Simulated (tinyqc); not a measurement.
CISD on RHF in the 3-21g basis, for H-, spin multiplicity 1, step by step. The basis has no diffuse functions, so it cannot describe the extra electron: this is an exercise in the method, not the real anion. Computed by tinyqc, a small Python program that keeps every step (integrals from PySCF). Settings: charge = -1, multiplicity = 1, basis = 3-21g, method = RHF, energy threshold = 1e-10, iteration cap = 64, orthogonalisation = canonical, start = core, DIIS depth = 6, ci = CISD. Command: `OMP_NUM_THREADS=1 python tinyqc.py 20153 20154 out.jsonl` (the two numbers bound the seeds that draw the settings). One thread of a shared host (Intel(R) Xeon(R) Processor @ 2.60GHz), about 0.2 s of CPU time with the checks. The early iterations of the SCF are left out here.

## One-electron integrals

Geometry (angstrom):

| atom | x | y | z |
|---|---|---|---|
| H | 0.000000 | 0.000000 | 0.000000 |

Basis 3-21g: exponents (1/bohr^2) and contraction coefficients of normalised primitives:

| element | l (shell) | exponent | coefficient |
|---|---|---|---|
| H | s (1) | 5.447178 | 0.156285 |
| H | s (1) | 0.824547 | 0.904691 |
| H | s (2) | 0.183192 | 1.000000 |

Overlap, kinetic and nuclear-attraction integrals over the contracted functions; the nuclear repulsion is the sum of Za Zb / Rab.

nuclear repulsion = 0 hartree

overlap S:
```
          1H 1s     1H 2s
1H 1s  1.000000  0.645899
1H 2s  0.645899  1.000000
```

kinetic energy T (hartree):
```
          1H 1s     1H 2s
1H 1s  1.549405  0.293152
1H 2s  0.293152  0.274788
```

nuclear attraction V (hartree):
```
           1H 1s      1H 2s
1H 1s  -1.720918  -0.782663
1H 2s  -0.782663  -0.683004
```

core Hamiltonian H = T + V (hartree):
```
           1H 1s      1H 2s
1H 1s  -0.171513  -0.489511
1H 2s  -0.489511  -0.408216
```

## Two-electron integrals

Functions are numbered as in S; the eight-fold symmetry (ij|kl) = (ji|kl) = (kl|ij) leaves the list below.

Two-electron integrals (ij|kl) in chemists' order, unique and non-zero (hartree):
```
(11|11) 1.140145   (21|11) 0.611403   (21|21) 0.345152   (22|11) 0.626370
(22|21) 0.380329   (22|22) 0.482957
```

## Orthogonalisation

S = U s U^T; canonical form X = U s^(-1/2), so that X^T S X = 1. Each column of U has its largest component positive (the first on a tie).

eigenvalues of S: 0.354101  1.645899

X:
```
               1         2
1H 1s   1.188287  0.551167
1H 2s  -1.188287  0.551167
```

## Iteration 9 (converged): orbitals

converged F (hartree):
```
           1H 1s      1H 2s
1H 1s   0.754879  -0.113830
1H 2s  -0.113830   0.116972
```

Diagonalise F' = X^T F X, C = X C', fill 1 alpha and 1 beta electrons from the bottom; D = 2 C_occ C_occ^T. Each column has its largest component positive (the first on a tie).

F' = X^T F X (hartree):
```
          1         2
1  1.552538  0.417794
2  0.417794  0.195696
```

orbital energies (hartree): MO1 0.077369, MO2 1.670864

coefficients C:
```
            MO1        MO2
1H 1s  0.206501   1.293510
1H 2s  0.854116  -0.993125
```

D after iteration 9:
```
          1H 1s     1H 2s
1H 1s  0.085286  0.352752
1H 2s  0.352752  1.459030
```

## Convergence

Stop when the energy changes by less than 1e-10 hartree and every element of the error matrix X^T (F D S - S D F) X is below 3e-06.

Course of the cycle:

| iteration | E (hartree) | change | largest element of the error matrix |
|---|---|---|---|
| 1 | -0.35241523 | - | 3.68e-01 |
| 2 | -0.39975545 | -4.73e-02 | 4.30e-02 |
| 3 | -0.40042010 | -6.65e-04 | 5.18e-04 |
| 4 | -0.40042018 | -7.79e-08 | 2.29e-04 |
| 5 | -0.40042019 | -1.11e-08 | 1.48e-04 |
| 6 | -0.40042019 | -3.58e-09 | 1.09e-04 |
| 7 | -0.40042020 | -1.59e-09 | 8.63e-05 |
| 8 | -0.40042020 | -2.68e-09 | 3.35e-07 |
| 9 | -0.40042020 | -4.04e-14 | 1.45e-09 |

PySCF RHF in the same basis = -0.40042020 hartree

Converged in 9 iterations.

## Integrals over molecular orbitals

(pq|rs) = sum C_ip C_jq C_kr C_ls (ij|kl), one index at a time.

one-electron integrals over orbitals h = C^T H C (hartree):
```
           1          2
1  -0.477790  -0.139972
2  -0.139972   0.568075
```

Two-electron integrals over orbitals (pq|rs), unique and non-zero (hartree):
```
(11|11) 0.555159   (21|11) 0.139972   (21|21) 0.137755   (22|11) 0.620272
(22|21) 0.250869   (22|22) 0.823223
```

## CISD: determinants and Hamiltonian

Hartree-Fock energy = -0.40042020 hartree

Slater-Condon rules over spin orbitals, with the nuclear repulsion added and E(HF) subtracted on the diagonal. Only determinants linked to the reference directly or through others are kept (one block of an abelian symmetry group), so some states are absent.

Occupation strings over the orbitals (2 doubly, a alpha, b beta, 0 empty; spin orbitals ordered 1a 1b 2a 2b ...): 20 ab ba 02

H - E(HF) between determinants (hartree):
```
          20         ab         ba         02
20  0.000000   0.000000   0.000000   0.137755
ab  0.000000   1.110978  -0.137755   0.110897
ba  0.000000  -0.137755   1.110978  -0.110897
02  0.137755   0.110897  -0.110897   2.359794
```

## CISD: roots

Diagonalise (each vector has its largest component positive (the first on a tie)); all determinants have Ms = 0, so triplets appear too. The lowest singlet root is the correlation energy.

lowest roots of this matrix, relative to E(HF) (hartree): -0.008081  0.973223  1.227306  2.389301

lowest vectors:
```
       root 1    root 2     root 3     root 4
20   0.998257  0.000000  -0.015192   0.057025
ab   0.005167  0.707107   0.700518   0.096167
ba  -0.005167  0.707107  -0.700518  -0.096167
02  -0.058559  0.000000  -0.135346   0.989066
```

<S^2> of these roots: 0.000000  2.000000  0.000000  0.000000

weight of the ground state by excitation level 0, 1, 2, ...: 0.996517  0.000053  0.003429

With one virtual orbital singles and doubles already span the full space.
